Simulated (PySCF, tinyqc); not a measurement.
Inside a calculation. Method: RHF in the sto-3g basis, for H4, spin multiplicity 1. The lowest restricted solution is unstable here: a spin-polarised one lies 0.0208 hartree lower (PySCF). Computed by tinyqc, a small Python program that keeps every step (integrals from PySCF). Settings: charge = 0, multiplicity = 1, basis = sto-3g, energy threshold = 1e-09, iteration cap = 90, orthogonalisation = canonical, start = highest core orbitals, DIIS depth = 0, damping = 0.3, method = RHF. Command: `OMP_NUM_THREADS=1 python tinyqc.py 20358 20359 out.jsonl` (the two numbers bound the seeds that draw the settings). One thread of a shared host (Intel(R) Xeon(R) Processor @ 2.60GHz), about 0.05 s of CPU time with the checks. Later iterations appear only in the table of the cycle.

## One-electron integrals

Geometry (angstrom):
```
atom,x,y,z
H,0.000000,0.000000,0.000000
H,0.000000,0.000000,1.286000
H,0.000000,0.000000,3.141000
H,0.000000,0.000000,4.427000
```

Basis sto-3g: exponents (1/bohr^2) and contraction coefficients of normalised primitives:
```
element,l (shell),exponent,coefficient
H,s (1),3.425251,0.154329
H,s (1),0.623914,0.535328
H,s (1),0.168855,0.444635
```

Overlap, kinetic and nuclear-attraction integrals over the contracted functions; the nuclear repulsion is the sum of Za Zb / Rab.

nuclear repulsion = 1.56473468 hartree

overlap S, lower triangle:
```
,1H 1s,2H 1s,3H 1s,4H 1s
1H 1s,1.000000
2H 1s,0.345502,1.000000
3H 1s,0.013499,0.150549,1.000000
4H 1s,0.000570,0.013499,0.345502,1.000000
```

kinetic energy T (hartree), lower triangle:
```
,1H 1s,2H 1s,3H 1s,4H 1s
1H 1s,0.760032
2H 1s,0.036084,0.760032
3H 1s,-0.005480,-0.007608,0.760032
4H 1s,-0.000468,-0.005480,0.036084,0.760032
```

nuclear attraction V (hartree), lower triangle:
```
,1H 1s,2H 1s,3H 1s,4H 1s
1H 1s,-1.922051
2H 1s,-0.609704,-2.087563
3H 1s,-0.020951,-0.247339,-2.087563
4H 1s,-0.000838,-0.020951,-0.609704,-1.922051
```

core Hamiltonian H = T + V (hartree), lower triangle:
```
,1H 1s,2H 1s,3H 1s,4H 1s
1H 1s,-1.162019
2H 1s,-0.573619,-1.327531
3H 1s,-0.026431,-0.254947,-1.327531
4H 1s,-0.001306,-0.026431,-0.573619,-1.162019
```

## Two-electron integrals

Functions are numbered as in S; the eight-fold symmetry (ij|kl) = (ji|kl) = (kl|ij) leaves the list below.

Two-electron integrals (ij|kl) in chemists' order, unique and non-zero (hartree):
```
i,j,k,l,(ij|kl)
1,1,1,1,0.774606
2,1,1,1,0.197231
2,1,2,1,0.071204
2,2,1,1,0.395074
2,2,2,1,0.197231
2,2,2,2,0.774606
3,1,1,1,0.004648
3,1,2,1,0.002041
3,1,2,2,0.007212
3,1,3,1,0.000083
3,2,1,1,0.037034
3,2,2,1,0.017873
3,2,2,2,0.073258
3,2,3,1,0.000927
3,2,3,2,0.011979
3,3,1,1,0.168469
3,3,2,1,0.074086
3,3,2,2,0.283631
3,3,3,1,0.004648
3,3,3,2,0.073258
3,3,3,3,0.774606
4,1,1,1,0.000138
4,1,2,1,0.000064
4,1,2,2,0.000252
4,1,3,1,3.28e-06
4,1,3,2,0.000042
4,1,3,3,0.000252
4,1,4,1,1.47e-07
4,2,1,1,0.002573
4,2,2,1,0.001175
4,2,2,2,0.004648
4,2,3,1,0.000066
4,2,3,2,0.000927
4,2,3,3,0.007212
4,2,4,1,3.28e-06
4,2,4,2,0.000083
4,3,1,1,0.048592
4,3,2,1,0.020451
4,3,2,2,0.074086
4,3,3,1,0.001175
4,3,3,2,0.017873
4,3,3,3,0.197231
4,3,4,1,0.000064
4,3,4,2,0.002041
4,3,4,3,0.071204
4,4,1,1,0.119534
4,4,2,1,0.048592
4,4,2,2,0.168469
4,4,3,1,0.002573
4,4,3,2,0.037034
4,4,3,3,0.395074
4,4,4,1,0.000138
4,4,4,2,0.004648
4,4,4,3,0.197231
4,4,4,4,0.774606
```

## Orthogonalisation

S = U s U^T; canonical form X = U s^(-1/2), so that X^T S X = 1. Each column of U has its largest component positive (the first on a tie).

eigenvalues of S: 0.584074  0.708810  1.264808  1.442309

X:
```
,1,2,3,4
1H 1s,-0.577690,0.651784,0.491128,0.371338
2H 1s,0.722725,-0.529704,0.392569,0.456919
3H 1s,-0.722725,-0.529704,-0.392569,0.456919
4H 1s,0.577690,0.651784,-0.491128,0.371338
```

## Starting guess

The start is the highest orbitals of the core Hamiltonian (a deliberately bad start); D = 2 C_occ C_occ^T.

D at the start, lower triangle:
```
,1H 1s,2H 1s,3H 1s,4H 1s
1H 1s,1.958155
2H 1s,-1.418416,1.073471
3H 1s,0.225428,-0.382860,1.073471
4H 1s,0.102657,0.225428,-1.418416,1.958155
```

## Iteration 1: building the Fock matrix

J_ij = sum D_kl (ij|kl), K_ij = sum D_kl (ik|jl); F = H + J - 0.5 K; E = tr D H + tr D J / 2 - 0.25 tr D K + E_nn.

Coulomb J (hartree), lower triangle:
```
,1H 1s,2H 1s,3H 1s,4H 1s
1H 1s,1.633382
2H 1s,0.500380,1.419114
3H 1s,0.017107,0.192583,1.419114
4H 1s,0.000689,0.017107,0.500380,1.633382
```

exchange K (hartree), lower triangle:
```
,1H 1s,2H 1s,3H 1s,4H 1s
1H 1s,1.034394
2H 1s,-0.062799,0.376128
3H 1s,-0.005160,0.016862,0.376128
4H 1s,0.021907,-0.005160,-0.062799,1.034394
```

Fock matrix F (hartree), lower triangle:
```
,1H 1s,2H 1s,3H 1s,4H 1s
1H 1s,-0.045834
2H 1s,-0.041840,-0.096481
3H 1s,-0.006744,-0.070795,-0.096481
4H 1s,-0.011571,-0.006744,-0.041840,-0.045834
```

total energy of this density = -0.47467699 hartree

This density is the starting one.

## Iteration 1: diagonalisation and new density

Diagonalise F' = X^T F X, C = X C', fill 2 alpha and 2 beta electrons from the bottom; D = 2 C_occ C_occ^T; the new density keeps 0.3 of the old one (damping). Each column has its largest component positive (the first on a tie).

F' = X^T F X (hartree), lower triangle:
```
,1,2,3,4
1,0.008909
2,0.000000,-0.075549
3,-0.004130,0.000000,-0.051512
4,0.000000,0.043360,0.000000,-0.118651
```

orbital energies (hartree): MO1 -0.145520, MO2 -0.051793, MO3 -0.048680, MO4 0.009190

coefficients C:
```
,MO1,MO2,MO3,MO4
1H 1s,-0.027679,0.450785,0.749631,-0.609692
2H 1s,0.667411,0.440718,-0.209581,0.694413
3H 1s,0.667411,-0.440718,-0.209581,-0.694413
4H 1s,-0.027679,-0.450785,0.749631,0.609692
```

D after iteration 1, lower triangle:
```
,1H 1s,2H 1s,3H 1s,4H 1s
1H 1s,0.873009
2H 1s,-0.173250,1.217579
3H 1s,-0.236371,0.236828,1.217579
4H 1s,-0.252620,-0.236371,-0.173250,0.873009
```

## Iteration 2: building the Fock matrix

As before.

Coulomb J (hartree), lower triangle:
```
,1H 1s,2H 1s,3H 1s,4H 1s
1H 1s,1.395630
2H 1s,0.520110,1.715418
3H 1s,0.019998,0.235446,1.715418
4H 1s,0.000828,0.019998,0.520110,1.395630
```

exchange K (hartree), lower triangle:
```
,1H 1s,2H 1s,3H 1s,4H 1s
1H 1s,0.693363
2H 1s,0.328360,0.974761
3H 1s,-0.014677,0.202630,0.974761
4H 1s,-0.046120,-0.014677,0.328360,0.693363
```

Fock matrix F (hartree), lower triangle:
```
,1H 1s,2H 1s,3H 1s,4H 1s
1H 1s,-0.113071
2H 1s,-0.217689,-0.099494
3H 1s,0.000905,-0.120816,-0.099494
4H 1s,0.022582,0.000905,-0.217689,-0.113071
```

total energy of this density = -1.09405537 hartree

This density is a damped mixture and is not idempotent.

## Iteration 2: diagonalisation and new density

As before.

F' = X^T F X (hartree), lower triangle:
```
,1,2,3,4
1,0.296795
2,0.000000,0.098866
3,0.033040,0.000000,-0.227450
4,0.000000,0.019002,0.000000,-0.264074
```

orbital energies (hartree): MO1 -0.265066, MO2 -0.229524, MO3 0.099858, MO4 0.298869

coefficients C:
```
,MO1,MO2,MO3,MO4
1H 1s,0.336848,0.526357,0.670259,-0.545784
2H 1s,0.483917,0.346517,-0.505159,0.745901
3H 1s,0.483917,-0.346517,-0.505159,-0.745901
4H 1s,0.336848,-0.526357,0.670259,0.545784
```

D after iteration 2, lower triangle:
```
,1H 1s,2H 1s,3H 1s,4H 1s
1H 1s,0.808627
2H 1s,0.431582,0.861223
3H 1s,-0.098051,0.230791,0.861223
4H 1s,-0.304805,-0.098051,0.431582,0.808627
```

## Iteration 3: building the Fock matrix

As before.

Coulomb J (hartree), lower triangle:
```
,1H 1s,2H 1s,3H 1s,4H 1s
1H 1s,1.436141
2H 1s,0.519136,1.632600
3H 1s,0.019227,0.222070,1.632600
4H 1s,0.000787,0.019227,0.519136,1.436141
```

exchange K (hartree), lower triangle:
```
,1H 1s,2H 1s,3H 1s,4H 1s
1H 1s,0.857941
2H 1s,0.532445,0.934794
3H 1s,0.024651,0.198396,0.934794
4H 1s,-0.036703,0.024651,0.532445,0.857941
```

Fock matrix F (hartree), lower triangle:
```
,1H 1s,2H 1s,3H 1s,4H 1s
1H 1s,-0.154849
2H 1s,-0.320706,-0.162328
3H 1s,-0.019529,-0.132075,-0.162328
4H 1s,0.017833,-0.019529,-0.320706,-0.154849
```

total energy of this density = -1.64051596 hartree

This density is a damped mixture and is not idempotent.

## Iteration 3: diagonalisation and new density

As before.

F' = X^T F X (hartree), lower triangle:
```
,1,2,3,4
1,0.356117
2,0.000000,0.188242
3,0.003618,0.000000,-0.324897
4,0.000000,0.007381,0.000000,-0.391627
```

orbital energies (hartree): MO1 -0.391721, MO2 -0.324917, MO3 0.188336, MO4 0.356136

coefficients C:
```
,MO1,MO2,MO3,MO4
1H 1s,0.363013,0.494190,0.656456,-0.575072
2H 1s,0.463623,0.388724,-0.523847,0.724800
3H 1s,0.463623,-0.388724,-0.523847,-0.724800
4H 1s,0.363013,-0.494190,0.656456,0.575072
```

D after iteration 3, lower triangle:
```
,1H 1s,2H 1s,3H 1s,4H 1s
1H 1s,0.768991
2H 1s,0.634041,0.770840
3H 1s,-0.062738,0.158613,0.770840
4H 1s,-0.248864,-0.062738,0.634041,0.768991
```

## Iteration 21 (converged): orbitals

converged F (hartree), lower triangle:
```
,1H 1s,2H 1s,3H 1s,4H 1s
1H 1s,-0.173816
2H 1s,-0.371213,-0.184513
3H 1s,-0.026043,-0.113522,-0.184513
4H 1s,0.007054,-0.026043,-0.371213,-0.173816
```

Diagonalise F' = X^T F X, C = X C', fill 2 alpha and 2 beta electrons from the bottom; D = 2 C_occ C_occ^T. Each column has its largest component positive (the first on a tie).

F' = X^T F X (hartree), lower triangle:
```
,1,2,3,4
1,0.381565
2,0.000000,0.239677
3,-0.026130,0.000000,-0.375332
4,0.000000,-0.016791,0.000000,-0.440045
```

orbital energies (hartree): MO1 -0.440460, MO2 -0.376233, MO3 0.240092, MO4 0.382466

coefficients C:
```
,MO1,MO2,MO3,MO4
1H 1s,0.387311,0.470929,0.642420,-0.594271
2H 1s,0.443706,0.417241,-0.540820,0.708768
3H 1s,0.443706,-0.417241,-0.540820,-0.708768
4H 1s,0.387311,-0.470929,0.642420,0.594271
```

D after iteration 21, lower triangle:
```
,1H 1s,2H 1s,3H 1s,4H 1s
1H 1s,0.743567
2H 1s,0.736686,0.741931
3H 1s,-0.049277,0.045570,0.741931
4H 1s,-0.143528,-0.049277,0.736686,0.743567
```

## Convergence

Stop when the energy changes by less than 1e-09 hartree and every element of the error matrix X^T (F D S - S D F) X is below 9e-06.

Course of the cycle:
```
iteration,E (hartree),change,largest element of the error matrix
1,-0.47467699,-,5.96e-02
2,-1.09405537,-6.19e-01,1.79e-01
3,-1.64051596,-5.46e-01,1.18e-01
4,-1.85300459,-2.12e-01,6.18e-02
5,-1.92309127,-7.01e-02,3.13e-02
6,-1.94511779,-2.20e-02,1.58e-02
7,-1.95191901,-6.80e-03,8.13e-03
8,-1.95400221,-2.08e-03,4.13e-03
9,-1.95463735,-6.35e-04,2.08e-03
10,-1.95483038,-1.93e-04,1.04e-03
11,-1.95488891,-5.85e-05,5.22e-04
12,-1.95490662,-1.77e-05,2.61e-04
13,-1.95491197,-5.35e-06,1.31e-04
14,-1.95491359,-1.61e-06,6.52e-05
15,-1.95491407,-4.87e-07,3.26e-05
16,-1.95491422,-1.47e-07,1.63e-05
17,-1.95491426,-4.41e-08,8.12e-06
18,-1.95491428,-1.33e-08,4.05e-06
19,-1.95491428,-3.99e-09,2.02e-06
20,-1.95491428,-1.20e-09,1.01e-06
21,-1.95491428,-3.61e-10,5.05e-07
```

PySCF RHF in the same basis = -1.95491428 hartree

Converged in 21 iterations.

## Populations, bond orders and dipole

Mulliken: Z minus the diagonal of D S on the atom; Loewdin: the same with S^(1/2) D S^(1/2); Mayer order: 2 sum_s sum (D(s) S)_ij (D(s) S)_ji over the two atoms.

Charges (e):
```
atom,Mulliken,Loewdin
1H,0.002653,0.001655
2H,-0.002653,-0.001655
3H,-0.002653,-0.001655
4H,0.002653,0.001655
```

Mayer bond orders:
```
pair,order
2-1,0.977947
3-1,-0.000510
3-2,0.022556
4-1,0.022556
4-2,-0.000510
4-3,0.977947
```

dipole moment about the origin, x y z (debye): 0.000000  0.000000  0.000000
